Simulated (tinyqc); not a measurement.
Six-transistor SRAM cell, nodal equations and margins: effect of the gain factor of the access transistor.

Two cross-coupled inverters (pull-down bn, pull-up bp) hold the nodes Q and QB; access transistors (ba, threshold VTn, gate on the word line at Vdd when selected) join them to the bit lines. Transistor (EKV form, voltages against the body): I = 2 n b Vt^2 [F(vp - Vs) - F(vp - Vd)] from drain to source, F(v) = ln^2(1 + exp(v/(2 Vt))), vp = (Vg - VT + sg |Vd - Vs|)/n. n-channel bodies are at 0; for the p-channel device all voltages are counted down from Vdd. b in uA/V^2 gives I in uA. For an access transistor the bit line is the drain and the node the source. In a read both bit lines are at Vdd. The cell is symmetric (no mismatch).

f(x) is the node voltage of one half-cell for input x: In = Ip in hold, In = Ip + Ia in a read. Static noise margin: side of the largest square between the curve (x, f(x)) and its mirror image (f(y), y); with h(c) the root x of f(x) - x = c, it is the maximum over c > 0 of h(c) - h(-c) + c. Q is the low node in a read and Iread the current of its access transistor. The write trip is the voltage to which the bit line of the high node must fall (the other staying at Vdd) for that state to vanish; higher is easier, and a negative value means that a grounded bit line does not write.

Parameters, values chosen for the exercise: temperature T = 293 K; supply voltage Vdd = 0.5 V; slope factor n = 1.17; drain-induced barrier lowering sg = 0.031; n-channel threshold VTn = 0.38 V; p-channel threshold (magnitude) VTp = 0.37 V; gain factor of the pull-down transistor bn = 250 uA/V^2; gain factor of the pull-up transistor bp = 70 uA/V^2.

Constants: q = 1.602176634e-19 C, kB = 1.380649e-23 J/K, Vt = kB T/q. Results are converted to the units shown.

The same in every row: hold margin (mV) = 211.8.

Result of one run:

| read margin (mV) | Q in a read (mV) | Iread (uA) | write trip (mV) |
|---|---|---|---|
| 117.4 | 26.68 | 0.6538 | 76.38 |

Which gain factor of the access transistor ba gave this result: 62, 120, 170 or 230 uA/V^2?

ba = 120 uA/V^2.

The whole series:

| ba (uA/V^2) | read margin (mV) | Q in a read (mV) | Iread (uA) | write trip (mV) |
|---|---|---|---|---|
| 62 | 129.5 | 15.76 | 0.4092 | 33.50 |
| 87 | 123.3 | 20.81 | 0.5263 | 56.48 |
| 120 | 117.4 | 26.68 | 0.6538 | 76.38 |
| 170 | 111.0 | 34.24 | 0.8051 | 96.32 |
| 230 | 105.4 | 41.75 | 0.9414 | 112.6 |
| 320 | 99.41 | 50.82 | 1.088 | 129.5 |

As ba goes from 62 to 320 uA/V^2, the read margin falls from 130 to 99.4 mV, the write trip rises from 33.5 to 129 mV and Iread rises from 0.409 to 1.09 uA. The read margin is 0.61 of the hold margin in the first row and 0.47 in the last. Read stability and write ability pull in opposite directions. At ba = 320 uA/V^2 the read margin is under 100 mV, which threshold mismatch, left out here, can use up in a large array.

tinyqc, about 0.2 s, one thread, Intel Xeon 2.30GHz (shared host): `OMP_NUM_THREADS=1 python tinyqc.py 2340160 2340161 out.jsonl`
